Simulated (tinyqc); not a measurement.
# Long-channel MOSFET, surface-potential model: effect of the source-body reverse bias

n-channel transistor on a uniformly doped p-type body, gradual-channel approximation, constant mobility, Boltzmann statistics, full ionisation. Potentials are counted from the neutral body; V is the electron quasi-Fermi potential, Vsb at the source and Vsb + Vds at the drain. Charges are magnitudes per area.

ni = sqrt(Nc Nv) exp(-Eg/(2 Vt)), Eg in volts; phiF = Vt ln(Na/ni); Cox = eps0 eox/tox; gamma = sqrt(2 q eps0 eps_r Na)/Cox. The surface potential psi at channel potential V solves Vgs + Vsb - Vfb - psi = gamma sqrt(G), G = psi - Vt + Vt exp((psi - 2 phiF - V)/Vt). Charge sheet: Qi = Cox gamma [sqrt(G) - sqrt(psi - Vt)]; I = mu (W/L) [integral of Qi dpsi from psi_0 to psi_L (drift) + Vt (Qi0 - QiL) (diffusion)], with psi_0 at V = Vsb and psi_L at V = Vsb + Vds. VT = Vfb + 2 phiF + gamma sqrt(2 phiF + Vsb), m = 1 + gamma/(2 sqrt(2 phiF + Vsb)). The swing is 20 mV/log10[I(VT - 0.14 V)/I(VT - 0.16 V)] of the charge-sheet current at the given Vds.

Inputs (values chosen for the exercise); material values close to those of silicon:
```
symbol,value,unit,meaning
T,293,K,temperature
Eg,1.14,eV,band gap
eps_r,11.8,,relative permittivity of the semiconductor
Nc,2.7e19,cm^-3,conduction-band density of states at T
Nv,2.58e19,cm^-3,valence-band density of states at T
Na,3.9e17,cm^-3,acceptor density of the body
eox,25.6,,relative permittivity of the gate insulator
tox,30,nm,insulator thickness
Vfb,-0.96,V,flat-band voltage
mu,170,cm^2/(V s),channel mobility
W,2,um,gate width
L,2,um,gate length
Vgs,0.31,V,gate-source voltage
Vds,1.2,V,drain-source voltage
```

Constants: q = 1.602176634e-19 C, kB = 1.380649e-23 J/K, Vt = kB T/q, eps0 = 8.8541878128e-14 F/cm where lengths are in cm. Results are converted to the units shown.

The same in every row: gamma (V^0.5) = 0.4782.

Results:
```
Vsb (V)	VT (V)	m	swing (mV/decade)	I at Vgs, Vds (uA)
0	0.4277	1.248	75.09	6.502e-4
0.5	0.5385	1.200	71.17	1.177e-5
0.75	0.5865	1.185	70.00	1.975e-6
1	0.6311	1.172	69.09	3.703e-7
1.25	0.6728	1.162	68.36	7.617e-8
1.5	0.7122	1.153	67.76	1.696e-8
```

Estimate the missing row, Vsb = 0.25 V.

Computed row:
```
Vsb (V)	VT (V)	m	swing (mV/decade)	I at Vgs, Vds (uA)
0.25	0.4861	1.220	72.76	8.034e-5
```

With this row back in the table: As Vsb goes from 0 to 1.5 V, VT rises from 0.428 to 0.712 V, the swing falls from 75.1 to 67.8 mV a decade and the current falls from 6.50e-4 to 1.70e-8 uA. The swing is 3.5 % above m Vt ln 10 in the first row and 1.0 % above it in the last. The gate voltage is below VT in 7 of the 7 rows.

tinyqc, about 0.05 s, one thread, Intel Xeon 2.30GHz (shared host): `OMP_NUM_THREADS=1 python tinyqc.py 2360143 2360144 out.jsonl`
